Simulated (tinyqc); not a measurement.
Comparisons within one model: heterojunction of two tight-binding chains. A value that a table varies takes the place of the one given here.

Left chain: hopping -t1, sites at 2 t1 (band bottom 0). Right chain: hopping -t2, sites at dE + 2 t2 (bottom dE). t = c/(m a^2), c = hbar^2/2m0. The bond across the interface is -tc with tc = f sqrt(t1 t2), and the last left site has the extra energy U. In a chain E = bottom + 2t (1 - cos(ka)); the surface Green function of a half chain is g = -exp(ika)/t, with Im k > 0 where cos(ka) > 1.

Constants: hbar^2/2m0 = 3.80998211 eV angstrom^2.

Parameters, chosen for this exercise (masses and offset of the size met at GaAs / AlGaAs; not measured data):
- a = 3 angstrom (site spacing)
- m1 = 0.072 m0 (mass on the left)
- m2 = 0.1 m0 (mass on the right)
- dE = 0.23 eV (band offset)
- f = 1 (factor on the interface hopping)
- U = -1.17 eV (extra energy on the last left site)
- E = 0.26 eV (electron energy)

## Transmission against energy, and which matching rule a chain obeys

Chain A is the junction as given; chain B has tc = sqrt(t1 t2) and U = 0; chain C has tc = t2 and U = t2 - t1, the finite-difference form of -d/dx (c/m) d/dx. Continuum formulas T = 4 x y/(x + y)^2 with parabolic k: x, y = k/m on each side (BenDaniel-Duke) or x, y = k (slope continuous).

T:
```
E - dE (eV)  E (eV)  chain A  chain B  chain C  k/m matched  k matched
0.002         0.232   0.1792   0.3542   0.2697       0.2708     0.3556
0.005         0.235   0.2678   0.4990   0.3905       0.3920     0.5007
0.010         0.240   0.3554   0.6234   0.5016       0.5034     0.6252
0.020         0.250   0.4603   0.7482   0.6225       0.6243     0.7500
0.050         0.280   0.6156   0.8864   0.7753       0.7771     0.8877
0.100         0.330   0.7310   0.9538   0.8666       0.8681     0.9546
0.200         0.430   0.8295   0.9878   0.9276       0.9288     0.9882
0.400         0.630   0.9022   0.9990   0.9617       0.9627     0.9990
```

Chain C follows the k/m rule within 0.0019 and chain B the plain k rule within 0.0018, while the two rules differ by up to 0.1257: in B the self-energy of the right side is -t1 exp(i k2 a), so only k2 enters, and in C it is -t2 exp(i k2 a), which carries 1/m2. Chain A, with f = 1 and U = -1.17 eV, has an interface term of its own and lies up to 0.2879 from B and 0.1622 from C.

## When the interface binds a state

A state below both bands solves E - 2 t1 - U - S1(E) - S2(E) = 0 for E < 0, with S1 = -t1 z1, S2 = -(tc^2/t2) z2 and |z| < 1 the decaying root of z + 1/z = 2 - (E - bottom)/t. Decay lengths -a/ln|z|. The threshold is the U that solves the equation at E = 0. A dash: no bound state.

Interface state:
```
U (eV)   E (eV)  decay left (angstrom)  decay right (angstrom)
-0.37         -                      -                       -
-0.73         -                      -                       -
-1.10         -                      -                       -
-1.34   -0.0022                  155.1                    12.8
-1.59   -0.0175                   55.0                    12.4
-1.95   -0.0567                   30.6                    11.6
-2.44   -0.1328                   20.0                    10.3
-3.66   -0.4112                   11.4                     7.8
```

threshold U = -1.2200 eV

The step pushes the state out, so an attraction must exceed 1.2200 eV to bind; 5 of the 8 rows are bound. At U = -3.66 eV the state decays over 11.4 angstrom to the left and 7.8 to the right, where the band lies higher.

## What each parameter does

T = 4 Im(S1) Im(S2) |G|^2 with G = 1/(E - 2 t1 - U - S1 - S2), S1 = -t1 exp(i k1 a), S2 = -(tc^2/t2) exp(i k2 a). Each row changes one parameter from the base and keeps the others.

Results:
```
case                   T    k1 a    k2 a
base              0.5277  0.2107  0.0842
m1 = 0.0864 m0    0.4625  0.2309  0.0842
m2 = 0.12 m0      0.5593  0.2107  0.0922
dE = 0.18 eV      0.6965  0.2107  0.1376
f = 0.9           0.7338  0.2107  0.0842
U = -0.97 eV      0.5879  0.2107  0.0842
a = 2.4 angstrom  0.6051  0.1684  0.0674
```

The largest shifts from the base row, up to three for each result and ties (the steps differ in size, so this ranks the rows, not the parameters). T: f +0.2060, dE +0.1688, a +0.0774. k1 a: a -0.0422, m1 +0.0202; unchanged at the printed digits by m2, dE, f and U. k2 a: dE +0.0534, a -0.0168, m2 +0.0080; unchanged at the printed digits by m1, f and U.

Program tinyqc; command `OMP_NUM_THREADS=1 python tinyqc.py 1450681 1450682 out.jsonl`; about 0.01 s on one thread of a shared Intel(R) Xeon(R) Processor @ 2.30GHz.
